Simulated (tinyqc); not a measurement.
Inside a calculation. Method: one-electron ion in a basis of Gaussians. One step of it, computed by the program tinyqc.

Task: Matrices over normalised Gaussians. With p = a_i + a_j and I(k) = Gamma((k+1)/2) / (2 p^((k+1)/2)): S = I(2l+2), T = (2l+3) a_i a_j S / p, V = -Z I(2l+1), each divided by sqrt(S_ii S_jj).

exponents of r^l exp(-a r^2) (1/bohr^2): 2.274000  10.660000  49.980000

Z = 5

l = 0

Give: S; T; V.

Result:

S, lower triangle:
```
        1       2       3
1  1.0000
2  0.6643  1.0000
3  0.2606  0.6642  1.0000
```

T (hartree), lower triangle:
```
        1        2        3
1  3.4110
2  3.7350  15.9900
3  1.7008  17.5080  74.9700
```

V (hartree), lower triangle:
```
          1         2         3
1  -12.0319
2  -13.4787  -26.0507
3  -10.6302  -29.1827  -56.4077
```
